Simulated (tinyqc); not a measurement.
Inside a calculation: free-carrier optics of a doped semiconductor (Drude model with one polar phonon). Values are carried at full precision from step to step, so a last printed digit may differ when a step is redone from the rounded ones.

eps(E) = ei [1 - Ep^2/(E^2 + i E Gam)] + (es - ei) wT^2/(wT^2 - E^2 - i E gT), with Ep^2 = 8 pi c (e^2/(4 pi eps0)) N/(m ei), c = hbar^2/2m0, N in 1/angstrom^3 (1e-24 per 1/cm^3); Gam = hbar/tau, tau = mu m m0/e with m0/e = 5.685630e-12 kg/C and mu in m^2/(V s). Energies in meV.

Constants: hbar^2/2m0 = 3.80998211 eV angstrom^2; e^2/(4 pi eps0) = 14.39964547 eV angstrom; hbar = 6.58211957e-16 eV s; hbar c = 1973.269805 eV angstrom.

Parameters, chosen for this exercise (mass and dielectric values near those of InSb; N and mu are free inputs; interband absorption and the rise of the mass with filling are left out; the results hold for these values, not for the real material): N = 6.6e+16 1/cm^3 (carrier density); m = 0.014 m0 (conductivity mass); mu = 20000 cm^2/(V s) (mobility); ei = 15.43 (high-frequency dielectric constant); wT = 22.7 meV (TO phonon); es = 16.61 (static dielectric constant); gT = 0.8 meV (phonon damping); E = 24.2 meV (photon energy).

## Plasma energy and damping

Evaluate Ep, tau, Gam, the plasma wavelength hc/Ep (hc = 1239.841984 eV nm) and the dc resistivity 1/(e N mu), e = 1.602176634e-19 C.

Ep = 20.525 meV
tau = 159.20 fs
Gam = 4.135 meV
plasma wavelength = 60.41 micrometre
rho = 0.00473 ohm cm

Ep/Gam = 4.96: the edge is smeared by scattering.

## Dielectric function at one energy

Insert the numbers.

free-carrier term = -10.7846+1.8425i
eps = -3.3892+4.0536i

## Optical constants

n + i k = sqrt(eps1 + i eps2) with k >= 0; R = ((n - 1)^2 + k^2)/((n + 1)^2 + k^2) at normal incidence from vacuum; alpha = 2 E k/(hbar c), times 1e8 for 1/cm; loss function Im(-1/eps) = eps2/(eps1^2 + eps2^2).

Convert eps at the photon energy E (in meV) into the optical constants.

n = 0.9733
k = 2.0824
R = 0.5270
alpha = 5.11e+03 1/cm

Light of this energy penetrates 1/alpha = 1.96 micrometre.

## Coupled plasmon-phonon modes

Without damping eps = 0 gives E^4 - (wL^2 + Ep^2) E^2 + Ep^2 wT^2 = 0 with wL = wT sqrt(es/ei) (Lyddane-Sachs-Teller).

wL = 23.55 meV

L-, L+ (meV): 18.52  25.16

L+ lies 1.61 meV above the larger of wL and Ep; L- lies below wT by 4.18 meV.

## Checks

- Integral of E eps2 of the free-carrier term against (pi/2) ei Ep^2 (meV^2): both 10211.

tinyqc: `OMP_NUM_THREADS=1 python tinyqc.py 1652133 1652134 out.jsonl`; about 0.01 s, one thread, shared Intel(R) Xeon(R) Processor @ 2.30GHz.
